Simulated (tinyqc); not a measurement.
Polar nitride quantum well with polarisation fields: one step. Strain and polarisation. Two cases, with inputs chosen for the exercise.

Task: Give strain and polarisation of well and barrier; the bound sheet charge is |P_w - P_b|/e with e = 1.602176634e-19 C.

Growth along [0001]. e_par = (a_sub - a)/a, Ppz = 2 e_par (e31 - e33 C13/C33), P = Psp + Ppz in each layer; strain relaxation and the strain shift of the gaps are left out, although thick layers with more than about 1 % mismatch would relax.

Case 1.

Values chosen (near those of an InGaN well in GaN; the results hold for these values, not for the real material): a_w = 3.271 angstrom (lattice constant a, well); a_b = 3.189 angstrom (lattice constant a, barrier); a_sub = 3.189 angstrom (in-plane lattice constant of the stack); Psp_w = -0.0301 C/m^2 (spontaneous polarisation); Psp_b = -0.0338 C/m^2 (spontaneous polarisation); e31_w = -0.372 C/m^2; e31_b = -0.343 C/m^2; e33_w = 0.711 C/m^2; e33_b = 0.68 C/m^2; C_w = 0.281 (C13/C33); C_b = 0.26 (C13/C33).

Case 2.

Values chosen (near those of a GaN well in AlN; the results hold for these values, not for the real material): a_w = 3.189 angstrom (lattice constant a, well); a_b = 3.112 angstrom (lattice constant a, barrier); a_sub = 3.112 angstrom (in-plane lattice constant of the stack); Psp_w = -0.0332 C/m^2 (spontaneous polarisation); Psp_b = -0.0898 C/m^2 (spontaneous polarisation); e31_w = -0.347 C/m^2; e31_b = -0.522 C/m^2; e33_w = 0.691 C/m^2; e33_b = 1.472 C/m^2; C_w = 0.273 (C13/C33); C_b = 0.287 (C13/C33).

Give: Layers; sheet charge.

Result:

Case 1.

Layers:
```
layer       e_par  Ppz (C/m^2)  P (C/m^2)
well     -0.02507      0.02867   -0.00143
barrier   0.00000      0.00000   -0.03380
```

sheet charge = 2.020 x 1e13/cm^2

Of P_w - P_b = +0.0324 C/m^2 the piezoelectric part gives +0.0287 and the spontaneous part +0.0037.

Case 2.

Layers:
```
layer       e_par  Ppz (C/m^2)  P (C/m^2)
well     -0.02415      0.02587   -0.00733
barrier   0.00000      0.00000   -0.08980
```

sheet charge = 5.147 x 1e13/cm^2

Of P_w - P_b = +0.0825 C/m^2 the piezoelectric part gives +0.0259 and the spontaneous part +0.0566.

Computed by tinyqc, one run a case: `OMP_NUM_THREADS=1 python tinyqc.py N N+1 out.jsonl` with N = 1250389, 1250502; one thread of a shared Intel(R) Xeon(R) Processor @ 2.30GHz, about 0.05 s a run at most.
